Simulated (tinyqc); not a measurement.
Inside a calculation. Method: LCCD on RHF in the sto-3g basis, for BeH+, spin multiplicity 1. One step of it, computed by the program tinyqc.

Task: LCCD: starting amplitudes. t_ij^ab = <ij||ab> / (e_i + e_j - e_a - e_b), whose energy is MP2.

orbital energies (hartree): MO1 -5.014415, MO2 -0.714937, MO3 -0.260831, MO4 -0.138763, MO5 -0.138763, MO6 0.275917

Two-electron integrals over orbitals (pq|rs), unique and non-zero (hartree):
```
(11|11) 2.275491    (21|11) -0.165963   (21|21) 0.020701    (22|11) 0.475374
(22|21) 0.001576    (22|22) 0.514111    (31|11) -0.173661   (31|21) 0.016400
(31|22) -0.017216   (31|31) 0.027529    (32|11) 0.045837    (32|21) -0.005587
(32|22) -0.067491   (32|31) 0.002359    (32|32) 0.039197    (33|11) 0.549599
(33|21) -0.012785   (33|22) 0.320328    (33|31) 0.003985    (33|32) 0.030667
(33|33) 0.461032    (41|41) 0.015595    (42|41) 0.013433    (42|42) 0.043242
(43|41) 0.014008    (43|42) 0.031567    (43|43) 0.051444    (44|11) 0.569236
(44|21) -0.006049   (44|22) 0.363572    (44|31) -0.006105   (44|32) 0.022625
(44|33) 0.396674    (44|44) 0.449859    (51|51) 0.015595    (52|51) 0.013433
(52|52) 0.043242    (53|51) 0.014008    (53|52) 0.031567    (53|53) 0.051444
(54|54) 0.024249    (55|11) 0.569236    (55|21) -0.006049   (55|22) 0.363572
(55|31) -0.006105   (55|32) 0.022625    (55|33) 0.396674    (55|44) 0.401360
(55|55) 0.449859    (61|11) 0.097548    (61|21) -0.015889   (61|22) -0.010599
(61|31) -0.003472   (61|32) 0.007032    (61|33) 0.017015    (61|44) 0.002119
(61|55) 0.002119    (61|61) 0.018063    (62|11) -0.125419   (62|21) 0.002636
(62|22) 0.050379    (62|31) 0.006921    (62|32) -0.047915   (62|33) -0.025490
(62|44) -0.058978   (62|55) -0.058978   (62|61) 0.002204    (62|62) 0.121672
(63|11) 0.054799    (63|21) -0.003587   (63|22) -0.056035   (63|31) 0.005534
(63|32) 0.033642    (63|33) 0.056822    (63|44) 0.020843    (63|55) 0.020843
(63|61) 0.007061    (63|62) -0.049720   (63|63) 0.051167    (64|41) -0.008871
(64|42) -0.029175   (64|43) -0.013270   (64|64) 0.025603    (65|51) -0.008871
(65|52) -0.029175   (65|53) -0.013270   (65|65) 0.025603    (66|11) 0.506741
(66|21) -0.000741   (66|22) 0.513085    (66|31) -0.015098   (66|32) -0.067321
(66|33) 0.348839    (66|44) 0.367728    (66|55) 0.367728    (66|61) -0.007032
(66|62) 0.080627    (66|63) -0.057051   (66|66) 0.551820
```

Give: Starting amplitudes; correlation energy.

Result:

Starting amplitudes (spin orbitals 1a, 1b, ...; amplitudes related by a flip of all spins are not repeated):
```
from      to          t
2a 2b  6a 6b    -0.0614
2a 2b  3a 3b    -0.0432
2a 2b  4a 4b    -0.0375
2a 2b  5a 5b    -0.0375
2a 2b  3a 6b     0.0332
1a 1b  3a 3b    -0.0029
1a 2b  5a 5b    -0.0025
1a 2b  4a 4b    -0.0025
1a 1b  6a 6b    -0.0017
1a 1b  5a 5b    -0.0016
1a 1b  4a 4b    -0.0016
1a 2b  3b 6a     0.0012
1a 2b  3a 6b    -0.0012
1a 2b  3a 3b  -4.53e-04
1a 2b  6a 6b  -3.51e-04
1a 1b  3a 6b   3.46e-04
1a 2a  3a 6a   1.93e-05
```

correlation energy = -0.015918 hartree
